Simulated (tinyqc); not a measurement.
Worked calculation: Born-von Karman spring model of a cubic crystal with one atom per cell. Computed by tinyqc, a small Python program that keeps every step. Command: `OMP_NUM_THREADS=1 python tinyqc.py 3030634 3030635 out.jsonl springs walk`. One thread of a shared host (Intel(R) Xeon(R) Processor @ 2.30GHz), about 0.2 s of CPU time with the checks. Intermediate numbers are printed to about 6 digits and carried at full precision; extremes and crossings named in words are read from the listed rows.

First neighbours lie at a/2 (1,1,0) (12 of them), second at a (1,0,0) (6), with all permutations and signs; the volume per atom is Omega = a^3/4. Two shells of springs match a real metal only roughly, above all at the zone boundary.

Inputs (values chosen for the exercise, modelled on gold): lattice constant a = 4.08 angstrom; atomic mass M = 196.97 u; radial spring k1L = 2.31 eV/angstrom^2; transverse spring k1T = -0.3 eV/angstrom^2; radial spring k2L = 0.26 eV/angstrom^2; transverse spring k2T = -0.06 eV/angstrom^2; mesh divisions n = 8; temperature T = 600 K.

Lattice: fcc.

wave vector q (2 pi/a): [0.33, 0.43, 0.072]

Constants: nu for 1 eV/(angstrom^2 u) = 15.6333042 THz; 1 eV/angstrom^3 = 160.2176634 GPa; u = 1.6605390666e-27 kg; h x 1 THz = 4.135667696 meV; k_B = 8.617333262e-05 eV/K; hbar^2/u = 4.18015928e-03 eV angstrom^2; hbar = 1.054571817e-34 J s; k_B = 1.380649e-23 J/K.

## Dynamical matrix at q

A neighbour at R with unit vector n couples by the matrix K(R) = kL n n^T + kT (1 - n n^T), and D(q) = (1/M) sum_R K(R) [1 - cos(q.R)].

D(q) (eV/(angstrom^2 u)), rows x, y, z:
```
[[0.0263205, 0.0222616, 0.0051158],
 [0.0222616, 0.0352080, 0.0058004],
 [0.0051158, 0.0058004, 0.0191418]]
```

## Frequencies and polarisations

Diagonalise D. An eigenvalue lambda of D in eV/(angstrom^2 u) gives nu = 15.6333042 THz x sqrt(lambda). Eigenvectors are columns, with the largest component positive; the longitudinal weight is (e.q)^2/q^2.

eigenvalues (eV/(angstrom^2 u)): [0.0080556, 0.0174894, 0.0551253]

frequencies (THz): [1.40314, 2.06747, 3.67051]

polarisation vectors, rows x, y, z, columns mode 1, mode 2, mode 3:
```
[[0.775968, -0.110898, 0.620947],
 [-0.630133, -0.180592, 0.755195],
 [-0.028388, 0.977286, 0.210015]]
```

longitudinal weights: [0.000959, 0.006442, 0.992599]

Mode 3 is the most longitudinal, with weight 0.99.

## Elastic constants from long waves

[ij,kl] = (1/(2 Omega)) sum_R K_ij R_k R_l; C11 = [xx,xx], C44 = [xx,yy], C12 = 2 [xy,xy] - C44; B = (C11 + 2 C12)/3; Zener ratio A = 2 C44/(C11 - C12). K(R) = kL n n^T + kT (1 - n n^T).

C11 = 198.701 GPa

C12 = 159.040 GPa

C44 = 45.9448 GPa

bulk modulus B = 172.260 GPa

Zener ratio A = 2.31683

C12 - C44 = 113.09 GPa: the Cauchy relation fails because sum_R kT R^2 is not zero; a negative sum gives a positive Cauchy pressure.

## Sound velocities

rho = M/Omega and v = sqrt(C/rho), with C = C11, C44, C44 along [100]; (C11 + C12 + 2 C44)/2, C44, (C11 - C12)/2 along [110]; (C11 + 2 C12 + 4 C44)/3 and twice (C11 - C12 + C44)/3 along [111].

density rho = 19263.2 kg/m^3

Velocities (m/s):
```
direction  longitudinal  transverse 1  transverse 2
[100]           3211.71       1544.38       1544.38
[110]           3416.24       1544.38       1014.63
[111]           3481.75       1217.11       1217.11
```

Along [110] the two transverse waves differ by a factor sqrt(2 C44/(C11 - C12)) = 1.522.

## Frequencies at the zone boundary

The formulas are those given above.

Frequencies (THz) at points given in 2 pi/a:
```
point                 nu 1     nu 2     nu 3
X (1, 0, 0)        2.64539  2.64539  4.46677
L (0.5, 0.5, 0.5)  1.64467  1.64467  4.70488
W (1, 0.5, 0)      2.87898  3.63005  3.63005
K (0.75, 0.75, 0)  2.39272  3.49315  3.99848
```

## Highest frequency at X

Take the highest frequency at X = (1, 0, 0) (2 pi/a).

highest frequency at X = 4.46677 THz

## Dispersion against the sound-wave line

The last column divides the top branch by the straight line with its slope at G. End points in 2 pi/a: X = (1, 0, 0), L = (0.5, 0.5, 0.5).

Frequencies (THz) along two lines:
```
line  fraction of the way     nu 1     nu 2     nu 3  nu 3 / linear
G-X                  0.10  0.37791  0.37791  0.78198       0.993385
G-X                  0.25  0.93592  0.93592  1.88868       0.959717
G-X                  0.40  1.46575  1.46575  2.83910       0.901663
G-X                  0.55  1.93802  1.93802  3.57708       0.826208
G-X                  0.70  2.31535  2.31535  4.08465       0.741278
G-X                  0.85  2.56034  2.56034  4.37387       0.653688
G-X                  1.00  2.64539  2.64539  4.46677       0.567437
G-L                  0.10  0.25728  0.25728  0.73600       0.995893
G-L                  0.25  0.62939  0.62939  1.80048       0.974495
G-L                  0.40  0.96671  0.96671  2.76546       0.935489
G-L                  0.55  1.25062  1.25062  3.57762       0.880163
G-L                  0.70  1.46541  1.46541  4.19208       0.810332
G-L                  0.85  1.59923  1.59923  4.57488       0.728270
G-L                  1.00  1.64467  1.64467  4.70488       0.636620
```

Along G-X the top branch ends at 57 % of its linear extrapolation. Along G-L the top branch ends at 64 % of its linear extrapolation, which is the 2/pi of a pure sine: planes normal to this line couple to their next planes alone. A Debye model keeps the straight line throughout.

## Thermal sums on a mesh

Mesh: q = sum_i (m_i + 1/2)/n b_i, m_i = 0..n-1, with b = [[-1, 1, 1], [1, -1, 1], [1, 1, -1]] in 2 pi/a; sums are averages over the n^3 points, per atom. With x = h nu/(k_B T) and n = 1/(exp(x) - 1) for each mode: F = k_B T [x/2 + ln(1 - exp(-x))], U = k_B T x (n + 1/2), S/k_B = x n - ln(1 - exp(-x)), C/k_B = x^2 n (n + 1). <u_x^2> = (1/3) sum over modes of hbar^2/(2 M h nu) coth(x/2); zero-point energy = sum h nu/2. <u_x^2> converges slowly with the mesh, from below, with an error of order 1/n.

free energy F = -244.084 meV/atom

energy U = 155.842 meV/atom

entropy S = 7.73491 k_B/atom

heat capacity C = 2.98593 k_B/atom

<u_x^2> = 0.0155134 angstrom^2

zero-point energy = 17.3263 meV/atom

C is 100 % of the classical 3 k_B, and the zero-point energy is 11 % of U.

## Debye temperature from the elastic constants

Christoffel matrix G_xx = C11 n_x^2 + C44 (1 - n_x^2), G_xy = (C12 + C44) n_x n_y, with eigenvalues rho v^2; v_m^-3 is the mean of v^-3 over three branches and all directions (12 Gauss-Legendre points in cos(theta) times 24 angles phi = (j + 1/2) pi/12); q_D = (6 pi^2/Omega)^(1/3); Theta = hbar v_m q_D/k_B.

mean velocity v_m = 1467.93 m/s

Debye wave number q_D = 1.51650 1/angstrom

elastic Debye temperature = 170.036 K

## Full spectrum, Debye and Einstein heat capacities

Mesh: q = sum_i (m_i + 1/2)/n b_i, m_i = 0..n-1, with b = [[-1, 1, 1], [1, -1, 1], [1, 1, -1]] in 2 pi/a; sums are averages over the n^3 points (here n = 14), per atom. Debye: C = 9 k_B (T/Theta)^3 int_0^(Theta/T) x^4 e^x/(e^x - 1)^2 dx with the elastic Theta. Einstein: three modes at the root-mean-square frequency. The last column is the Theta that makes the Debye formula give the full C at that T.

root-mean-square frequency = 2.97229 THz

Heat capacity (k_B/atom):
```
T (K)  full spectrum    Debye  Einstein  Theta from C (K)
20           0.40210  0.35432   0.12211           161.932
31           0.95426  0.94439   0.65053           169.054
43           1.48353  1.52971   1.28843           174.476
60           2.00043  2.07133   1.91166           178.541
85           2.41546  2.47603   2.38498           181.162
130          2.72308  2.75827   2.71628           182.824
170          2.83248  2.85514   2.83000           183.368
260          2.92634  2.93681   2.92587           183.816
```

The apparent Theta runs from 162 to 184 K against the elastic 170 K; at high T it tends to sqrt(5/3) h nu_rms/k_B = 184 K. At the lowest T the Debye value is 0.88 and the Einstein value 0.30 times the full one; dispersion bends the branches below the sound lines, so the real spectrum has more low modes than Debye assumes. At the highest T Debye misses by 0.36 % and Einstein by 0.016 %.

Checks made by the program: slopes of the dispersion along [110] against the sound velocities (relative difference 2e-08); F = U - T S (relative difference below 1e-10).
